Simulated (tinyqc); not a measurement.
Inside a calculation. Method: plane-wave Kohn-Sham cycle with exchange-only LDA in a layered model solid. Computed by tinyqc, a small Python program that keeps every step. Settings: points = 16, plane-wave index or count = 3, electrons = 2, k points = 2, area = 25.0, mixing = 0.3, iteration cap = 77. Command: `OMP_NUM_THREADS=1 python tinyqc.py 26170 26171 out.jsonl` (the two numbers bound the seeds that draw the settings). One thread of a shared host (Intel(R) Xeon(R) Processor @ 2.60GHz), about 0.02 s of CPU time with the checks. Later iterations appear only in the table of the cycle.

## Iteration 1: potential

A solid whose potential varies along x alone (atomic units):
```
parameter                      value
period a                    8.500000
cross-section of the cell  25.000000
electrons per cell                 2
grid points                       16
plane waves -n..n, n               3
k points                           2
V1 in V1 cos(2 pi x/a)     -0.410000
V2 in V2 cos(4 pi x/a)      0.010000
```

density at the start, on the grid x_j = j a/N (e/bohr^3): 0.0094118  0.0094118  0.0094118  0.0094118  0.0094118  0.0094118  0.0094118  0.0094118  0.0094118  0.0094118  0.0094118  0.0094118  0.0094118  0.0094118  0.0094118  0.0094118

V_H(G) = 4 pi rho(G)/G^2 for G != 0 (uniform background); v_x = -(3 rho/pi)^(1/3); V = V_ext + V_H + v_x; Fourier components f(G_m) = (1/N) sum_j f(x_j) exp(-i G_m x_j).

Potentials on the grid (hartree):
```
x           V_ext      V_H       v_x         V
0.00000  -0.40000  0.00000  -0.20791  -0.60791
0.53125  -0.37172  0.00000  -0.20791  -0.57963
1.06250  -0.28991  0.00000  -0.20791  -0.49783
1.59375  -0.16397  0.00000  -0.20791  -0.37188
2.12500  -0.01000  0.00000  -0.20791  -0.21791
2.65625   0.14983  0.00000  -0.20791  -0.05808
3.18750   0.28991  0.00000  -0.20791   0.08200
3.71875   0.38586  0.00000  -0.20791   0.17795
4.25000   0.42000  0.00000  -0.20791   0.21209
4.78125   0.38586  0.00000  -0.20791   0.17795
5.31250   0.28991  0.00000  -0.20791   0.08200
5.84375   0.14983  0.00000  -0.20791  -0.05808
6.37500  -0.01000  0.00000  -0.20791  -0.21791
6.90625  -0.16397  0.00000  -0.20791  -0.37188
7.43750  -0.28991  0.00000  -0.20791  -0.49783
7.96875  -0.37172  0.00000  -0.20791  -0.57963
```

V(G_m), m = 0, 1, 2, ... (hartree): -0.20791  -0.20500  0.00500  0.00000  0.00000  0.00000  0.00000

## Iteration 1: Hamiltonian at one k

k = 0.25000 2 pi / a

H(m,m') = (k + G_m)^2/2 delta + V(G_m - G_m'), with V(-G) = V(G).

H (hartree), lower triangle:
```
          -3        -2        -1        +0        +1        +2       +3
-3   1.85822
-2  -0.20500   0.62878
-1   0.00500  -0.20500  -0.05423
+0   0.00000   0.00500  -0.20500  -0.19084
+1   0.00000   0.00000   0.00500  -0.20500   0.21897
+2   0.00000   0.00000   0.00000   0.00500  -0.20500   1.17520
+3   0.00000   0.00000   0.00000   0.00000   0.00500  -0.20500  2.67784
```

## Iteration 1: levels at that k

Diagonalise the Hermitian matrix.

eigenvalues (hartree): -0.39737  -0.01787  0.28147  0.65810  1.19162  1.89225  2.70573

## Iteration 1: new density

Motion across x is left out: the lowest 1 band(s) hold two electrons at each of the k points (j + 1/2)/nk - 1/2. Residual R = rho(out) - rho(in); rho(new) = rho(in) + 0.3 R. rho(out) = 2/(a A nk) sum |psi|^2 with psi = sum c exp(i G x). Harris energy E = band energy - dV sum rho (V_H/2 + v_x) + (3/4) dV sum rho v_x with rho(in), dV = a A/N, band energy = (2/nk) sum of the filled levels.

rho(out) (e/bohr^3): 0.0286612  0.0254677  0.0179301  0.0101167  0.0046769  0.0018351  0.0006442  0.0002275  0.0001308  0.0002275  0.0006442  0.0018351  0.0046769  0.0101167  0.0179301  0.0254677

density after iteration 1 (e/bohr^3): 0.0151866  0.0142285  0.0119673  0.0096233  0.0079913  0.0071388  0.0067815  0.0066565  0.0066275  0.0066565  0.0067815  0.0071388  0.0079913  0.0096233  0.0119673  0.0142285

energy per cell = -0.6907765 hartree

## Iteration 2: potential

As before.

Potentials on the grid (hartree):
```
x           V_ext       V_H       v_x         V
0.00000  -0.40000   0.10059  -0.24386  -0.54327
0.53125  -0.37172   0.09064  -0.23862  -0.51970
1.06250  -0.28991   0.06401  -0.22525  -0.45115
1.59375  -0.16397   0.02833  -0.20946  -0.34510
2.12500  -0.01000  -0.00833  -0.19688  -0.21521
2.65625   0.14983  -0.04018  -0.18961  -0.07996
3.18750   0.28991  -0.06412  -0.18639   0.03940
3.71875   0.38586  -0.07879  -0.18524   0.12183
4.25000   0.42000  -0.08372  -0.18497   0.15131
4.78125   0.38586  -0.07879  -0.18524   0.12183
5.31250   0.28991  -0.06412  -0.18639   0.03940
5.84375   0.14983  -0.04018  -0.18961  -0.07996
6.37500  -0.01000  -0.00833  -0.19688  -0.21521
6.90625  -0.16397   0.02833  -0.20946  -0.34510
7.43750  -0.28991   0.06401  -0.22525  -0.45115
7.96875  -0.37172   0.09064  -0.23862  -0.51970
```

V(G_m), m = 0, 1, 2, ... (hartree): -0.20573  -0.17354  0.00481  -0.00012  0.00007  0.00002  0.00000

## Iteration 2: Hamiltonian at one k

k = 0.25000 2 pi / a

As before.

H (hartree), lower triangle:
```
          -3        -2        -1        +0        +1        +2       +3
-3   1.86039
-2  -0.17354   0.63096
-1   0.00481  -0.17354  -0.05205
+0  -0.00012   0.00481  -0.17354  -0.18866
+1   0.00007  -0.00012   0.00481  -0.17354   0.22115
+2   0.00002   0.00007  -0.00012   0.00481  -0.17354   1.17738
+3   0.00000   0.00002   0.00007  -0.00012   0.00481  -0.17354  2.68002
```

## Iteration 2: levels at that k

As before.

eigenvalues (hartree): -0.35183  -0.01178  0.26721  0.65162  1.18907  1.88485  2.70004

## Iteration 2: new density

As before.

rho(out) (e/bohr^3): 0.0272637  0.0244823  0.0177879  0.0105714  0.0052448  0.0022441  0.0008725  0.0003492  0.0002201  0.0003492  0.0008725  0.0022441  0.0052448  0.0105714  0.0177879  0.0244823

density after iteration 2 (e/bohr^3): 0.0188097  0.0173047  0.0137134  0.0099077  0.0071673  0.0056704  0.0050088  0.0047643  0.0047053  0.0047643  0.0050088  0.0056704  0.0071673  0.0099077  0.0137134  0.0173047

energy per cell = -0.6173835 hartree

## Convergence

Stop when sqrt(dV sum R^2) is below 1e-8, dV = a A/N.

Course of the cycle:
```
iteration  E (hartree)  norm of the residual
1           -0.6907765              1.46e-01
2           -0.6173835              9.50e-02
3           -0.5854096              6.07e-02
4           -0.5725962              3.83e-02
5           -0.5677545              2.41e-02
6           -0.5660178              1.53e-02
7           -0.5654297              9.78e-03
8           -0.5652464              6.37e-03
9           -0.5651977              4.24e-03
10          -0.5651899              2.87e-03
11          -0.5651923              1.98e-03
...                ...                   ...
38          -0.5652027              2.45e-07
39          -0.5652027              1.75e-07
40          -0.5652027              1.25e-07
41          -0.5652027              8.92e-08
42          -0.5652027              6.37e-08
43          -0.5652027              4.55e-08
44          -0.5652027              3.25e-08
45          -0.5652027              2.32e-08
46          -0.5652027              1.66e-08
47          -0.5652027              1.18e-08
48          -0.5652027              8.44e-09
```

Converged in 48 iterations. Before convergence this energy mixes input and output and is not variational, so it may rise towards its limit.
